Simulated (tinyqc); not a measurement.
Inside a calculation. Model: gas flow in a process chamber: flow regimes, conductance, effective pumping speed, pump-down, outgassing and purge. Computed by tinyqc, a small Python program that keeps every step. Command: `OMP_NUM_THREADS=1 python tinyqc.py 3120348 3120349 out.jsonl pump walk`. One thread of a shared host (Intel(R) Xeon(R) Processor @ 2.30GHz), about 0.09 s of CPU time with the checks. Intermediate numbers are printed to about 6 digits and carried at full precision; extremes and crossings named in words are read from the listed rows.

Ideal gas, isothermal flow, a pump of constant speed at the end of a round pipe; process gas, volume gas and outgassing are given the same properties. 1 sccm = 101325 Pa x 1e-6 m^3/60 s x T/273.15 K.

Inputs (values chosen for the exercise, modelled on water vapour near room temperature):

| quantity | value | unit |
|---|---|---|
| molar mass M | 18.02 | g/mol |
| molecular diameter | 0.46 | nm |
| viscosity eta | 9.9 | micropascal s |
| temperature T | 350 | K |
| chamber volume V | 160 | L |
| wall area | 1.5 | m^2 |
| pipe diameter d | 6.3 | cm |
| pipe length l | 120 | cm |
| pump speed S | 290 | L/s |
| process gas flow | 5.1 | sccm |
| outgassing rate after 1 h | 1.3e-05 | Pa m^3/(s m^2) |
| outgassing exponent n | 0.84 | - |
| starting pressure p0 | 110 | Pa |
| target base pressure | 0.0002 | Pa |

Constants: k_B = 1.380649e-23 J/K; u = 1.6605390666e-27 kg.

## Molecular flow

Mean speed c = sqrt(8 k_B T/(pi m)); aperture conductance C_a = c pi d^2/16; molecular pipe C_m = C_a/(1 + 3 l/(4 d)) (Dushman form); viscous pipe C_v = pi d^4 p_mean/(128 eta l); Knudsen interpolation C = C_v + C_m (1 + x)/(1 + 1.24 x), x = d p_mean sqrt(m/(k_B T))/eta. Effective speed 1/S_eff = 1/S + 1/C_m; time constant V/S_eff; pressure at which the free path k_B T/(sqrt2 pi d_m^2 p) equals d.

mean speed c = 641.274 m/s

C_a = 499.752 L/s

C_m = 32.6941 L/s

S_eff in molecular flow = 29.3816 L/s

time constant = 5.44558 s

pressure where the free path equals d = 0.0815887 Pa

The pipe passes on 10 % of the pump speed; a larger pump would gain little, since S_eff cannot exceed C_m.

## Process pressure

Steady flow: the pump inlet is at p_2 = Q/S, and the chamber pressure p_1 solves Q = C((p_1 + p_2)/2) (p_1 - p_2). Residence time = p_1 V/Q. Knudsen number = free path at the mean pressure over d.

throughput Q = 11.0358 Pa L/s

p_2 = 0.0380544 Pa

chamber pressure p_1 = 0.361215 Pa

conductance C = 34.1495 L/s

residence time = 5.23701 s

Knudsen number = 0.408690

The flow in the pipe is transitional.

## Purging a well-mixed chamber

With steady flow a contaminant decays as exp(-t/residence time); gas used = flow x time.

time to dilute 1e3 times = 36.1760 s

time to dilute 1e6 times = 72.3520 s

gas used for 1e6 = 6.14992 standard cm^3

## Pump-down curve

Pump-down: V dp/dt = -S_eff(p) p + q(t) A, with S_eff = S p_2/p, where p_2 solves C((p + p_2)/2) (p - p_2) = S p_2 at each moment, and q(t) = q_1 (1 h/(t + 10 s))^n; integrated adaptively. At long times p = q(t) A/S_eff. S_eff(p) is tabulated at 260 pressures and interpolated in ln p. Comparison columns: p0 exp(-t/time constant) with the molecular S_eff (0 below 1e-26 p0), and the outgassing limit.

Pressure against time:

| t (s) | p (Pa) | S_eff (L/s) | volume gas only (Pa) | outgassing limit (Pa) |
|---|---|---|---|---|
| 0.3 | 6.73728e+01 | 254.566 | 1.04104e+02 | 9.08802e-02 |
| 1 | 2.44271e+01 | 205.500 | 9.15463e+01 | 8.59969e-02 |
| 3 | 4.54225e+00 | 86.076 | 6.34070e+01 | 7.47378e-02 |
| 10 | 5.92509e-01 | 33.583 | 1.75338e+01 | 5.20460e-02 |
| 30 | 4.90831e-02 | 28.318 | 4.45491e-01 | 2.90752e-02 |
| 100 | 1.32236e-02 | 28.933 | 1.16470e-06 | 1.24303e-02 |
| 300 | 5.32307e-03 | 29.180 | 1.30575e-22 | 5.20606e-03 |
| 1000 | 1.94427e-03 | 29.304 | 0 | 1.93029e-03 |
| 3600 | 6.63583e-04 | 29.355 | 0 | 6.62135e-04 |
| 20000 | 1.57181e-04 | 29.375 | 0 | 1.57110e-04 |
| 100000 | 4.06687e-05 | 29.380 | 0 | 4.06646e-05 |

From t = 100 s on the pressure is within 20 % of the outgassing limit, which falls only as (t + 10 s)^-0.84: walls, not volume, set the time to base pressure. Early on viscous flow raises S_eff to 255 L/s, 8.7 times its molecular value.

## Time to base pressure

From the outgassing limit: t = 1 h x (q_1 A/(S_eff p_target))^(1/n) - 10 s; monolayer time at the target = 1e19 m^-2 x 4 k_B T/(p c) for unit sticking.

time to the target = 4.16739 h

monolayer time = 1.50708 s

Checks made by the program: throughput from C and the pressure drop (relative difference below 1e-10).
